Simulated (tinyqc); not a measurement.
Inside a calculation. Method: CIS and TDHF on RHF in the sto-3g basis, for BeH2, spin multiplicity 1. One step of it, computed by the program tinyqc.

Question. TDHF (RPA) singlet states. B(ia,jb) = 2 (ia|jb) - (ib|ja); the squared energies are the eigenvalues of (A - B)(A + B); 1 hartree = 27.211386 eV.

CIS matrix A, singlet (hartree):
```
          1>4       1>5        1>6        1>7       2>4       2>5        2>6        2>7
1>4  4.188557  0.000000   0.000000   0.000000  0.039500  0.000000   0.000000   0.000000
1>5  0.000000  4.188557   0.000000   0.000000  0.000000  0.039500   0.000000   0.000000
1>6  0.000000  0.000000   4.583137   0.000000  0.000000  0.000000   0.000232   0.000000
1>7  0.000000  0.000000   0.000000   5.040847  0.000000  0.000000   0.000000   0.023012
2>4  0.039500  0.000000   0.000000   0.000000  0.407387  0.000000   0.000000   0.000000
2>5  0.000000  0.039500   0.000000   0.000000  0.000000  0.407387   0.000000   0.000000
2>6  0.000000  0.000000   0.000232   0.000000  0.000000  0.000000   0.722855   0.000000
2>7  0.000000  0.000000   0.000000   0.023012  0.000000  0.000000   0.000000   1.214003
3>4  0.000000  0.000000   0.000000   0.000000  0.000000  0.000000   0.000000   0.000000
3>5  0.000000  0.000000   0.000000   0.000000  0.000000  0.000000   0.000000   0.000000
3>6  0.000000  0.000000   0.000000  -0.018546  0.000000  0.000000   0.000000  -0.021613
3>7  0.000000  0.000000  -0.017890   0.000000  0.000000  0.000000  -0.001954   0.000000

          3>4       3>5        3>6        3>7
1>4  0.000000  0.000000   0.000000   0.000000
1>5  0.000000  0.000000   0.000000   0.000000
1>6  0.000000  0.000000   0.000000  -0.017890
1>7  0.000000  0.000000  -0.018546   0.000000
2>4  0.000000  0.000000   0.000000   0.000000
2>5  0.000000  0.000000   0.000000   0.000000
2>6  0.000000  0.000000   0.000000  -0.001954
2>7  0.000000  0.000000  -0.021613   0.000000
3>4  0.315541  0.000000   0.000000   0.000000
3>5  0.000000  0.315541   0.000000   0.000000
3>6  0.000000  0.000000   0.693411   0.000000
3>7  0.000000  0.000000   0.000000   1.209541
```

Two-electron integrals over orbitals (pq|rs), unique and non-zero (hartree):
```
(11|11) 2.271409    (21|11) -0.206271   (21|21) 0.028704    (22|11) 0.502724
(22|21) -0.007381   (22|22) 0.408794    (31|31) 0.006585    (32|31) 0.015815
(32|32) 0.166040    (33|11) 0.474433    (33|21) -0.003054   (33|22) 0.422286
(33|33) 0.445235    (41|41) 0.015768    (42|41) 0.015511    (42|42) 0.050576
(43|43) 0.015568    (44|11) 0.569167    (44|21) -0.008477   (44|22) 0.375982
(44|33) 0.364743    (44|44) 0.449859    (51|51) 0.015768    (52|51) 0.015511
(52|52) 0.050576    (53|53) 0.015568    (54|54) 0.024249    (55|11) 0.569167
(55|21) -0.008477   (55|22) 0.375982    (55|33) 0.364743    (55|44) 0.401360
(55|55) 0.449859    (61|11) -0.170908   (61|21) 0.024481    (61|22) -0.007150
(61|33) -0.004665   (61|44) -0.004130   (61|55) -0.004130   (61|61) 0.021219
(62|11) 0.098094    (62|21) -0.006896   (62|22) -0.029455   (62|33) -0.051813
(62|44) 0.045368    (62|55) 0.045368    (62|61) -0.003028   (62|62) 0.075824
(63|31) -0.003948   (63|32) -0.096583   (63|63) 0.083106    (64|41) 0.016248
(64|42) 0.047656    (64|64) 0.051133    (65|51) 0.016248    (65|52) 0.047656
(65|65) 0.051133    (66|11) 0.479682    (66|21) -0.006288   (66|22) 0.405201
(66|33) 0.416142    (66|44) 0.372542    (66|55) 0.372542    (66|61) -0.005566
(66|62) -0.039022   (66|66) 0.418616    (71|31) 0.011987    (71|32) 0.021407
(71|63) -0.003251   (71|71) 0.022459    (72|31) 0.002834    (72|32) -0.046822
(72|63) 0.061093    (72|71) 0.006655    (72|72) 0.056513    (73|11) 0.133194
(73|21) -0.005648   (73|22) -0.009713   (73|33) -0.024460   (73|44) 0.053714
(73|55) 0.053714    (73|61) -0.002923   (73|62) 0.070922    (73|66) -0.030407
(73|73) 0.080547    (74|43) 0.013905    (74|74) 0.016263    (75|53) 0.013905
(75|75) 0.016263    (76|31) 0.012044    (76|32) 0.143799    (76|63) -0.097638
(76|71) 0.016140    (76|72) -0.059449   (76|76) 0.142559    (77|11) 0.588849
(77|21) -0.009703   (77|22) 0.439828    (77|33) 0.459289    (77|44) 0.396137
(77|55) 0.396137    (77|61) -0.009184   (77|62) -0.045416   (77|66) 0.445997
(77|73) -0.019302   (77|77) 0.503115
```

Give: TDHF matrix B, singlet; squared energies w^2; TDHF energies from the positive w^2.

Answer.

TDHF matrix B, singlet (hartree):
```
        1>4     1>5      1>6      1>7     2>4     2>5      2>6     2>7
1>4  0.0158  0.0000   0.0000   0.0000  0.0155  0.0000   0.0000  0.0000
1>5  0.0000  0.0158   0.0000   0.0000  0.0000  0.0155   0.0000  0.0000
1>6  0.0000  0.0000   0.0212   0.0000  0.0000  0.0000  -0.0030  0.0000
1>7  0.0000  0.0000   0.0000   0.0225  0.0000  0.0000   0.0000  0.0067
2>4  0.0155  0.0000   0.0000   0.0000  0.0506  0.0000   0.0000  0.0000
2>5  0.0000  0.0155   0.0000   0.0000  0.0000  0.0506   0.0000  0.0000
2>6  0.0000  0.0000  -0.0030   0.0000  0.0000  0.0000   0.0758  0.0000
2>7  0.0000  0.0000   0.0000   0.0067  0.0000  0.0000   0.0000  0.0565
3>4  0.0000  0.0000   0.0000   0.0000  0.0000  0.0000   0.0000  0.0000
3>5  0.0000  0.0000   0.0000   0.0000  0.0000  0.0000   0.0000  0.0000
3>6  0.0000  0.0000   0.0000  -0.0036  0.0000  0.0000   0.0000  0.0513
3>7  0.0000  0.0000  -0.0026   0.0000  0.0000  0.0000   0.0808  0.0000

        3>4     3>5      3>6      3>7
1>4  0.0000  0.0000   0.0000   0.0000
1>5  0.0000  0.0000   0.0000   0.0000
1>6  0.0000  0.0000   0.0000  -0.0026
1>7  0.0000  0.0000  -0.0036   0.0000
2>4  0.0000  0.0000   0.0000   0.0000
2>5  0.0000  0.0000   0.0000   0.0000
2>6  0.0000  0.0000   0.0000   0.0808
2>7  0.0000  0.0000   0.0513   0.0000
3>4  0.0156  0.0000   0.0000   0.0000
3>5  0.0000  0.0156   0.0000   0.0000
3>6  0.0000  0.0000   0.0831   0.0000
3>7  0.0000  0.0000   0.0000   0.0805
```

squared energies w^2 (hartree^2): 0.0993  0.0993  0.1631  0.1631  0.4700  0.5116  1.4484  1.4697  17.5467  17.5467  21.0055  25.4117

TDHF energies from the positive w^2 (eV): 8.5758  8.5758  10.9881  10.9881  18.6550  19.4635  32.7488  32.9891  113.9853  113.9853  124.7146  137.1727
